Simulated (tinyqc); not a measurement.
Frequency dispersion of an accumulation capacitance by border traps, distributed model: two steps of the calculation.

Traps spread evenly through the insulator exchange electrons with the semiconductor by tunnelling, with tau(x) = t0 exp(2 ka x) at depth x from the interface. The admittance per area Y seen at depth x obeys dY/dx = -Y^2/(i w eps0 eox) + q Nb ln(1 + i w tau)/tau, with Y(0) = i w Cs and w = 2 pi f; the gate sees Y(tox) = G + i w C. Working variable y = Y/(i w), in uF/cm^2. Cox = eps0 eox/tox.

Values chosen for this exercise; permittivity close to that of aluminium oxide: relative permittivity of the insulator eox = 8.54; insulator thickness tox = 6.4 nm; semiconductor capacitance in accumulation Cs = 2 uF/cm^2; density of border traps Nb = 6.1e19 cm^-3 eV^-1; decay constant of the wave function in the insulator ka = 6.4 1/nm; time constant of a trap at the interface t0 = 2e-9 s; frequency f = 10000 Hz; depth down to which the steps are taken xe = 1.1 nm.

Constants: q = 1.602176634e-19 C, eps0 = 8.8541878128e-14 F/cm where lengths are in cm. Results are converted to the units shown.

Problem 1. Midpoint steps through the active depth. In terms of y: dy/dx = -y^2/(eps0 eox) + s(x), s = q Nb ln(1 + z)/z, z = i w tau. 8 midpoint steps of h = xe/8: y_half = y + (h/2) y'(x, y), y(new) = y + h y'(x + h/2, y_half).

Wanted: x; s; y.

Solution 1.

```
point   x (nm)  s (uF/(cm^2 nm))     y (uF/cm^2)
0            0  0.97733-0.00006i  2.0000+0.0000i
1      0.13750  0.97733-0.00036i  2.0594+0.0000i
2      0.27500  0.97732-0.00207i  2.1145-0.0001i
3      0.41250  0.97713-0.01205i  2.1655-0.0008i
4      0.55000  0.97071-0.06938i  2.2125-0.0047i
5      0.68750  0.81468-0.30931i  2.2511-0.0259i
6      0.82500  0.27577-0.32249i  2.2323-0.0761i
7      0.96250  0.05327-0.11585i  2.1611-0.0968i
8       1.1000  0.00934-0.03044i  2.0824-0.0974i
```

Problem 2. Capacitance and conductance at the gate. Beyond xe the traps are ignored, so 1/y(tox) = 1/y(xe) + (tox - xe)/(eps0 eox); C = Re y, G/w = -Im y, loss tangent G/(w C).

y at xe = 2.0824289-0.0973713i uF/cm^2

Find: y at the gate; C; G/w; loss tangent.

Solution 2.

y at the gate = 0.8471-0.0161i uF/cm^2
C = 0.8471 uF/cm^2
G/w = 0.01608 uF/cm^2
loss tangent = 0.01899

Program tinyqc, `OMP_NUM_THREADS=1 python tinyqc.py 2202218 2202219 out.jsonl`; Intel Xeon 2.30GHz, shared host, one thread, about 0.6 s.
